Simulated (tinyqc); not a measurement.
Flow curve at three pumping speeds: Berg model of reactive sputtering of a nitride or oxide: poisoning, hysteresis and pumping speed. Computed by tinyqc, a small Python program. Command: `OMP_NUM_THREADS=1 python tinyqc.py 3027694 3027695 out.jsonl berg walk`. One thread of a shared host (Intel(R) Xeon(R) Processor @ 2.30GHz), about 0.02 s of CPU time with the checks.

A diatomic gas reacts with bare metal on the target and on the collecting surfaces; ions remove metal and compound from the target. theta_t and theta_c are the compound fractions.

Inputs (values chosen for the exercise, close to those used for tantalum nitride):

| quantity | value | unit |
|---|---|---|
| ion current density J | 36 | mA/cm^2 |
| target area A_t | 68 | cm^2 |
| collecting area A_c | 2200 | cm^2 |
| metal yield Y_m | 0.6 | - |
| compound yield Y_c | 0.24 | - |
| sticking coefficient alpha | 0.4 | - |
| reactive atoms per metal atom z | 1 | - |
| gas mass M | 28 | u |
| pumping speed S | 120 | l/s |
| gas temperature T | 300 | K |

Constants: e = 1.602176634e-19 C; u = 1.6605390666e-27 kg; k_B = 1.380649e-23 J/K.

Method. Ion flux j = J/e; gas flux F = P/sqrt(2 pi M k_B T). Target: (2/z) alpha F (1 - theta_t) = j Y_c theta_t. Sputtered flows F_c = j Y_c theta_t A_t, F_m = j Y_m (1 - theta_t) A_t. Collector: (2/z) alpha F (1 - theta_c) A_c + F_c (1 - theta_c) = F_m theta_c. Gas use Q = alpha F [(1 - theta_t) A_t + (1 - theta_c) A_c] + P S/(k_B T); 1 sccm = 4.4780e17 molecules/s. Rate R = F_m + F_c, given relative to j Y_m A_t. P is a single-valued function of the flow Q only if dQ/dP > 0 everywhere: S must exceed k_B T times the steepest fall of the surface terms with P.

pressure of the steepest fall = 0.0188886 Pa

critical pumping speed = 91.6668 l/s

Pressure as the free variable:

| P (Pa) | theta_t | theta_c | relative rate | Q at S_c/4 (sccm) | Q at S_c (sccm) | Q at 2 S_c (sccm) |
|---|---|---|---|---|---|---|
| 0.00094 | 0.03854 | 0.35717 | 0.97687 | 3.5831 | 3.618 | 3.664 |
| 0.00190 | 0.07496 | 0.53832 | 0.95503 | 5.2860 | 5.356 | 5.450 |
| 0.00380 | 0.13946 | 0.71444 | 0.91632 | 6.7482 | 6.889 | 7.077 |
| 0.00660 | 0.21965 | 0.82700 | 0.86821 | 7.4313 | 7.676 | 8.002 |
| 0.01100 | 0.31932 | 0.90105 | 0.80841 | 7.5922 | 8.000 | 8.544 |
| 0.01900 | 0.44760 | 0.95076 | 0.73144 | 7.3532 | 8.057 | 8.996 |
| 0.03000 | 0.56129 | 0.97452 | 0.66323 | 6.9866 | 8.099 | 9.581 |
| 0.04700 | 0.66716 | 0.98746 | 0.59971 | 6.6424 | 8.385 | 10.707 |
| 0.07600 | 0.76422 | 0.99445 | 0.54147 | 6.4509 | 9.268 | 13.024 |
| 0.15000 | 0.86481 | 0.99838 | 0.48111 | 6.7701 | 12.330 | 19.743 |

At S_c/4 the flow falls with pressure in 4 of the intervals: as the target poisons, less metal arrives to getter the gas. At 2 S_c it rises throughout. Coverages and rate depend on P alone, not on S. The collector converts before the target (theta_c = 0.90 at theta_t = 0.32), since the metal is spread over a larger area and no ions clean it. The rate tends to Y_c/Y_m = 0.400.
